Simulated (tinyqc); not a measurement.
Width of the inclusion: polytypes by hexagonality, and a cubic inclusion as a quantum well.

Gap: E3 + (E2 - E3) h. Valence top Ev2 h and polarisation P2 h, both counted from 3C; Ec = Ev + gap.

A cubic inclusion of width L = N d in the host (h = 1) is a well of depth V = Ec(host) - Ec(3C). Square well with mass mismatch: k tan(k L/2) = (m_w/m_b) q, k = sqrt(m_w E/c), q = sqrt(m_b (V - E)/c), c = hbar^2/2m0, lowest root. The depth of the level, V - E, is its binding, and the transition to the valence top of the host is gap(host) - (V - E). The step in polarisation gives a field |F| = |P|/(eps eps0) in a thin inclusion, eps0 = 8.8541878e-12 F/m.

Constants: hbar^2/2m0 = 3.80998211 eV angstrom^2.

Values chosen for the exercise (of the order of those of InP; not measured data): E3 = 1.434 eV (gap of the cubic polytype); E2 = 1.485 eV (gap of 2H); Ev2 = 0.043 eV (valence top of 2H above that of 3C); P2 = -0.002 C/m^2 (spontaneous polarisation of 2H); m = (0.08, 0.081) m0 (electron mass along c in the cubic layer and in the host); d = 3.385 angstrom (thickness of a double layer); eps = 12.6 (dielectric constant).

Without the field: square well. With it, the potential inside is |F| (z - L/2), the host conduction edge lies at V - |F| L/2 on one side and V + |F| L/2 on the other, and the lowest level E_F is found by finite differences (step 0.25 angstrom, wide box, good to about 1 meV). Holes sit in the host on the high side, so the transition is gap(host) - V + E_F - |F| L/2. A dash: bound by less than 2 meV or not at all.

Results:
```
N   L (angstrom)  depth (eV)  transition (eV)  depth below the low side, with field (eV)  transition with field (eV)
2           6.77       0.002            1.483                                          -                           -
4          13.54       0.008            1.477                                          -                           -
6          20.31       0.015            1.470                                      0.002                       1.446
10         33.85       0.031            1.454                                      0.008                       1.416
15         50.77       0.048            1.437                                      0.014                       1.380
20         67.70       0.059            1.426                                      0.016                       1.348
30        101.55       0.073            1.412                                      0.017                       1.286
```

What can be read from this table?

The square well binds a level even at N = 2 (2 meV), as any symmetric one-dimensional well does; the depth grows to 73 of 94 meV, and the transition tends to E3 - Ev(host) = 1.391 eV. With the field the level is bound by 2 meV or more for N = 6, 10, 15, 20 and 30, and the transition is lowered by 24 meV at N = 6 and 126 meV at N = 30, where |F| L/2 = 91 meV. Free carriers or surface charge screen the field and the step between the two sides; with the field removed every row returns to its square-well depth, and the attraction to the hole, left out here, binds the electron further.

Computed by tinyqc, a small Python program: `OMP_NUM_THREADS=1 python tinyqc.py 1850032 1850033 out.jsonl` (the numbers bound the seed that draws the inputs); one thread of a shared host (Intel(R) Xeon(R) Processor @ 2.30GHz), about 0.08 s for the whole set of steps.
